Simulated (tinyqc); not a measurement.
Landau-Devonshire theory of a uniaxial ferroelectric: one step, computed by the program tinyqc. Command: `OMP_NUM_THREADS=1 python tinyqc.py 3021835 3021836 out.jsonl ferro walk`. One thread of a shared host (Intel(R) Xeon(R) Processor @ 2.30GHz), about 0.01 s of CPU time with the checks.

G(P) = (alpha/2) P^2 + (beta*/4) P^4 + (gamma/6) P^6 - E P per volume, SI units, one domain, P along the polar axis.

Problem. A capacitor with imperfect screening. Between shorted electrodes with screening length lambda each, the depolarising field is -k P, k = 2 lambda/(eps_0 (d + 2 lambda eps_b)), so alpha turns into alpha + k. Ps^2 = [-beta* + sqrt(beta*^2 - 4 alpha gamma)]/(2 gamma). The polar state is the lowest uniform state while alpha + k < 0 (beta* > 0) or < 3 beta*^2/(16 gamma) (beta* < 0); setting the equality gives the critical thickness d_c.

Inputs (values chosen for the exercise, modelled on lead titanate):
```
quantity,value,unit
Curie-Weiss temperature T0,752,K
gamma,1.5e+09,J m^9/C^6
temperature T,455,K
film thickness d,30,nm
screening length lambda,0.012,nm
background permittivity eps_b,7,-
```

Sample: free crystal.

alpha = -2.349270e+08 J m/C^2

beta* = -2.96e+08 J m^5/C^4

Constants: eps_0 = 8.8541878128e-12 F/m.

Give: depolarising coefficient k; polarisation of the film; size of the depolarising field; critical thickness d_c.

Solution.

depolarising coefficient k = 8.985e+07 J m/C^2

polarisation of the film = 65.19 microcoulomb/cm^2

size of the depolarising field = 58.57 MV/m

critical thickness d_c = 10.86 nm
